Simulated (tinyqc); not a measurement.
Interlayer thickness: switching kinetics of a ferroelectric film and the memory window of a ferroelectric gate stack. Computed by tinyqc, a small Python program. Command: `OMP_NUM_THREADS=1 python tinyqc.py 3011587 3011588 out.jsonl feswitch walk`. One thread of a shared host (Intel(R) Xeon(R) Processor @ 2.30GHz), about 0.02 s of CPU time with the checks.

Fields in MV/cm; 1 microcoulomb/cm^2 over eps_0 is 11.29409 MV/cm. In the stack (metal, ferroelectric, interlayer, channel) the channel is taken as a conductor.

Inputs (values chosen for the exercise, for a model hafnia-based film): saturation polarisation P_s = 33 microcoulomb/cm^2; ratio P_r/P_s = 0.87; coercive field E_c = 0.71 MV/cm; permittivity of the ferroelectric eps_F = 38; thickness t_F = 11 nm; permittivity of the interlayer eps_I = 7.5; share s of P screened by trapped charge = 0.86; pulse height V = 6.5 V; breakdown field of the interlayer = 15 MV/cm.

Method. Series stack: V = E_F t_F + E_I t_I and eps_I E_I = eps_F E_F + (1 - s) P/eps_0. E_I is for P = +P_s at the pulse height, the depolarising field for P = +P_r at V = 0; V needed puts E_F = 1.5 E_c after switching.

Stack against t_I:
```
t_I (nm)  E_F after (MV/cm)  E_I (MV/cm)  depolarising field / E_c  V needed (V)
0.3                  5.0250       32.417                   0.20427        1.5421
0.5                  4.5459       29.990                   0.31496        1.7892
0.8                  3.9482       26.962                   0.45305        2.1598
1.2                  3.3168       23.762                   0.59894        2.6539
1.6                  2.8194       21.242                   0.71388        3.1480
2.0                  2.4173       19.205                   0.80678        3.6421
3.0                  1.6843       15.491                   0.97614        4.8774
```

Each nanometre of interlayer costs 1.24 V, against 0.11 V for a nanometre of ferroelectric. The depolarising field grows from 0.20 to 0.98 E_c. At E_F = 1.5 E_c the interlayer carries (1.5 eps_F E_c + (1 - s) P_s/eps_0)/eps_I = 12.4 MV/cm whatever its thickness. Caution: rows with E_I above the breakdown field of the interlayer cannot be reached without charge injection.
